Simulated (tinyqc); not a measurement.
# Abrupt p-n junction, non-linear Poisson equation by Newton steps: effects of single changes

One dimension, p side on the left, n side on the right; net doping C = -Na for x < 0 and +Nd for x > 0. The potential psi is counted from the intrinsic level, and the quasi-Fermi potentials are flat: 0 for holes and -V for electrons, so n = ni exp((psi + V)/Vt) and p = ni exp(-psi/Vt) (Boltzmann statistics, full ionisation, no current).

Parameters, values chosen for the exercise; band and dielectric values close to those of silicon:
```
symbol,value,unit,meaning
T,300,K,temperature
Eg,1.1,eV,band gap
eps_r,11.8,,relative permittivity
Nc,2.75e19,cm^-3,conduction-band density of states at T
Nv,2.66e19,cm^-3,valence-band density of states at T
Na,8.8e15,cm^-3,acceptor density of the p side
Nd,3.7e16,cm^-3,donor density of the n side
V,0,V,bias of the p side against the n side
```

Constants: q = 1.602176634e-19 C, kB = 1.380649e-23 J/K, Vt = kB T/q, eps0 = 8.8541878128e-14 F/cm where lengths are in cm. Results are converted to the units shown.

Each table varies one quantity; the others keep the values above.

## Capacitance and field against bias

The Poisson equation d/dx(eps0 eps_r dpsi/dx) = -q (p - n + C) is solved on a mesh of more than 1000 nodes that ends in neutral material (psi_p = -Vt ln(Na/ni), psi_n = Vt ln(Nd/ni) - V). C_j = q d/dV of the integral of p over x, from the linearised equation. ni = sqrt(Nc Nv) exp(-Eg/(2 Vt)), Eg in volts. Depletion approximation: Vbi = Vt ln(Na Nd/ni^2), W = sqrt(2 eps0 eps_r (Vbi - V)(1/Na + 1/Nd)/q), xp = W Nd/(Na + Nd), xn = W Na/(Na + Nd), peak field 2 (Vbi - V)/W, capacitance eps0 eps_r/W. The last column applies it to an abrupt Na-Nd junction.

Capacitance and field against bias:

| V (V) | peak \|E\| (kV/cm) | C_j (nF/cm^2) | 1/C_j^2 (cm^4/uF^2) | eps0 eps_r/C_j (nm) | abrupt depletion C (nF/cm^2) |
|---|---|---|---|---|---|
| 0 | 38.24 | 29.80 | 1126 | 350.6 | 28.71 |
| -0.25 | 44.79 | 25.43 | 1547 | 410.9 | 24.74 |
| -0.5 | 50.51 | 22.55 | 1967 | 463.3 | 22.07 |
| -0.75 | 55.65 | 20.47 | 2387 | 510.4 | 20.11 |
| -1 | 60.35 | 18.87 | 2807 | 553.5 | 18.59 |
| -1.25 | 64.71 | 17.60 | 3227 | 593.5 | 17.37 |
| -1.5 | 68.79 | 16.56 | 3647 | 631.0 | 16.36 |
| -1.75 | 72.64 | 15.68 | 4067 | 666.3 | 15.51 |
| -2 | 76.30 | 14.93 | 4488 | 699.9 | 14.79 |

What does the table show?

With V going from 0 to -2 V, C_j falls from 29.8 to 14.9 nF/cm^2 and the peak field rises from 38.2 to 76.3 kV/cm. The slope of 1/C_j^2, read as N = 2/(q eps0 eps_r |slope|), gives 7.11e15 cm^-3 between the first two rows and 7.11e15 cm^-3 between the last two, against Na Nd/(Na + Nd) = 7.11e15 cm^-3; the slopes of all rows agree within 0.04 %, as for uniform doping at both edges. At the end C_j goes as (Vbi - V)^(-0.51) with Vbi = 0.722 V, and it is 0.96 % above the abrupt depletion formula (at the first row 3.8 % above it).

## Convergence with the mesh

Uniform meshes of N intervals over 1001 nm, nodes at x_i = (i - j - 1/2) h, i = 0..N, so that the junction lies midway between nodes j and j + 1; end nodes fixed at psi_p and psi_n; box-integrated Poisson equation eps0 eps_r (psi_(i+1) - 2 psi_i + psi_(i-1))/h + q h (p - n + C) = 0. The peak field is the largest (psi_(i+1) - psi_i)/h; LD = sqrt(eps0 eps_r Vt/(q N)) of the heavier side. Errors are against E_j. Exact first integral for an abrupt junction with thick neutral sides: psi_p = -Vt ln(Na/ni), psi_n = Vt ln(Nd/ni) - V, psi_j = (Nd psi_n + Na psi_p - Vt (Nd - Na))/(Na + Nd) at the junction, n_j = ni exp((psi_j + V)/Vt), p_j = ni exp(-psi_j/Vt), and E_j^2 = (2 q/(eps0 eps_r)) [Nd (psi_n - psi_j - Vt) + Vt (n_j + p_j)] (minority densities of the neutral sides neglected).

Convergence with the mesh:

| N | h (nm) | h/LD | j | peak field (kV/cm) | error (%) |
|---|---|---|---|---|---|
| 10 | 100.1 | 4.690 | 7 | 36.03 | -5.78 |
| 20 | 50.05 | 2.345 | 14 | 37.84 | -1.04 |
| 40 | 25.02 | 1.172 | 29 | 38.13 | -0.285 |
| 80 | 12.51 | 0.5862 | 59 | 38.21 | -0.0721 |
| 160 | 6.256 | 0.2931 | 119 | 38.23 | -0.0181 |
| 320 | 3.128 | 0.1465 | 238 | 38.23 | -4.53e-3 |
| 640 | 1.564 | 0.07327 | 477 | 38.24 | -1.13e-3 |
| 1280 | 0.7820 | 0.03664 | 955 | 38.24 | -2.83e-4 |

Read the table: what changes, and by how much?

The error goes from -5.8 % at N = 10 to -2.8e-4 % at N = 1280. Over the last doubling it shrinks by a factor of 4.0, close to the 4 of a second-order scheme. It first drops below 1 % at N = 40, where h is 1.2 Debye lengths.

Numbers from tinyqc (`OMP_NUM_THREADS=1 python tinyqc.py 2000170 2000171 out.jsonl`; about 0.02 s on one thread of a shared Intel Xeon 2.30GHz).
